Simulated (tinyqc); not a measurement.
Short-channel transistor, virtual-source model with series resistance: two steps of the calculation.

The current per gate width is the charge at the top of the source barrier (the virtual source) times its velocity times a saturation function; al and be are fitting constants of the model. Units: I in uA/um, Rs in ohm um, so I Rs = 1e-6 I Rs in volts; Q in uC/cm^2, so I = 1e-4 Q vx0 Fsat with vx0 in cm/s.

Values chosen for this exercise: temperature T = 300 K; inversion capacitance Cinv = 3.68 uF/cm^2; velocity at the virtual source vx0 = 3.55e7 cm/s; apparent mobility mu = 1200 cm^2/(V s); channel length L = 20 nm; threshold at zero drain voltage VT0 = 0.352 V; drain-induced barrier lowering dl = 0.11 V/V; subthreshold factor n0 = 1.24; growth of n with drain voltage nd = 0 1/V; threshold shift (in units of Vt) from weak to strong inversion al = 3.5; sharpness of saturation be = 1.6; series resistance of each contact Rs = 30 ohm um; gate voltage Vgs = 1 V; drain voltage Vds = 1 V.

Constants: q = 1.602176634e-19 C, kB = 1.380649e-23 J/K, Vt = kB T/q. Results are converted to the units shown.

Question 1. Current through the series resistance. Intrinsic voltages Vg' = Vgs - I Rs, Vd' = Vds - 2 I Rs. n = n0 + nd Vd', VT = VT0 - dl Vd', Ff = 1/(1 + exp((Vg' - VT + al Vt/2)/(al Vt))), Q = Cinv n Vt ln(1 + exp((Vg' - VT + al Vt Ff)/(n Vt))), Vdsat = (vx0 L/mu)(1 - Ff) + Vt Ff, Fsat = u/(1 + u^be)^(1/be) with u = Vd'/Vdsat, and I(out) = Q vx0 Fsat per width. (Fsat takes the sign of u.) I(new) = I + 0.3 (I(out) - I).

I after iteration 2 = 4589.9275 uA/um

Find: Vg'; Vd'; VT; Ff; Q; Vdsat; Fsat; I(out); I after iteration 3.

Answer 1.

Vg' = 0.8623 V
Vd' = 0.7246 V
VT = 0.2723 V
Ff = 8.924e-4
Q = 2.172 uC/cm^2
Vdsat = 0.05914 V
Fsat = 0.9888
I(out) = 7623 uA/um
I after iteration 3 = 5500 uA/um

Question 2. What the series resistance costs. n = n0 + nd Vd', VT = VT0 - dl Vd', Ff = 1/(1 + exp((Vg' - VT + al Vt/2)/(al Vt))), Q = Cinv n Vt ln(1 + exp((Vg' - VT + al Vt Ff)/(n Vt))), Vdsat = (vx0 L/mu)(1 - Ff) + Vt Ff, Fsat = u/(1 + u^be)^(1/be) with u = Vd'/Vdsat, and I = Q vx0 Fsat per width. I0 is the current for Rs = 0. Effective velocity I/Q; transit time L Q/I.

converged I = 6632.8417 uA/um
I0 = 9836.1352 uA/um

Find: loss against I0; effective velocity; transit time.

Answer 2.

loss against I0 = 32.57 %
effective velocity = 3.497e7 cm/s
transit time = 0.05719 ps

The carriers leave the virtual source at 98.5 % of vx0: the device is in saturation.

Program tinyqc, `OMP_NUM_THREADS=1 python tinyqc.py 2380131 2380132 out.jsonl`; Intel Xeon 2.30GHz, shared host, one thread, about 0.01 s.
